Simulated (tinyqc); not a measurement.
UHF in the sto-3g basis, for H4, spin multiplicity 3, step by step. This run ends on a higher stationary point, not on the lowest solution. Computed by tinyqc, a small Python program that keeps every step (integrals from PySCF). Settings: charge = 0, multiplicity = 3, basis = sto-3g, energy threshold = 1e-09, iteration cap = 54, orthogonalisation = symmetric, start = highest core orbitals, DIIS depth = 8, DIIS from iteration = 3, shift = 1.0, method = UHF. Command: `OMP_NUM_THREADS=1 python tinyqc.py 30523 30524 out.jsonl` (the two numbers bound the seeds that draw the settings). One thread of a shared host (Intel(R) Xeon(R) Processor @ 2.60GHz), about 0.1 s of CPU time with the checks.

Geometry (angstrom):
```
atom         x         y         z
H     0.000000  0.000000  0.000000
H     0.000000  0.000000  1.474000
H     0.000000  0.000000  3.164000
H     0.000000  0.000000  4.638000
```

Stop when the energy changes by less than 1e-09 hartree and every element of the error matrix X^T (F D S - S D F) X (for each spin) is below 9e-06.

Course of the cycle:
```
iteration  E (hartree)     change  largest element of the error matrix
1          -0.95133863          -                             2.71e-02
2          -0.95790961  -6.57e-03                             3.36e-02
3          -0.96804649  -1.01e-02                             4.15e-02
4          -0.98356776  -1.55e-02                             5.01e-02
5          -0.98355151   1.63e-05                             4.99e-02
6          -0.97886740   4.68e-03                             4.75e-02
7          -0.97479327   4.07e-03                             4.51e-02
8          -0.97120033   3.59e-03                             4.27e-02
9          -0.96811290   3.09e-03                             4.04e-02
10         -0.96557452   2.54e-03                             3.81e-02
11         -0.96356826   2.01e-03                             3.60e-02
12         -0.96343928   1.29e-04                             3.52e-02
13         -0.95891966   4.52e-03                             3.02e-02
14         -0.95894892  -2.93e-05                             2.90e-02
...                ...        ...                                  ...
41         -1.08490840  -1.01e-02                             7.04e-02
42         -1.09981914  -1.49e-02                             7.38e-02
43         -1.09535066   4.47e-03                             7.11e-02
44         -1.09174715   3.60e-03                             6.86e-02
45         -1.08853984   3.21e-03                             7.00e-02
46         -1.08767817   8.62e-04                             7.14e-02
47         -1.08590622   1.77e-03                             7.27e-02
48         -1.08487146   1.03e-03                             7.38e-02
49         -1.08332684   1.54e-03                             7.47e-02
50         -1.06924137   1.41e-02                             7.29e-02
51         -1.05886950   1.04e-02                             7.10e-02
52         -1.06703713  -8.17e-03                             7.17e-02
53         -1.07424533  -7.21e-03                             7.22e-02
54         -1.07640093  -2.16e-03                             7.06e-02
```

Can the last value be used, and what does the course show?

Not by the stop rule. Not converged within the cap of 54 iterations: the residual wanders without falling. Reruns (cap 100 unless said): DIIS 8: converged in 13 to a higher stationary point; damping 0.5: not converged; level shift 0.5: converged in 85 to a higher stationary point; atomic densities as start, DIIS 8: converged in 15 to a higher stationary point; the original settings with a cap of 400: converged in 223 to a higher stationary point. PySCF UHF in the same basis, after a stability check = -1.86081232 hartree.
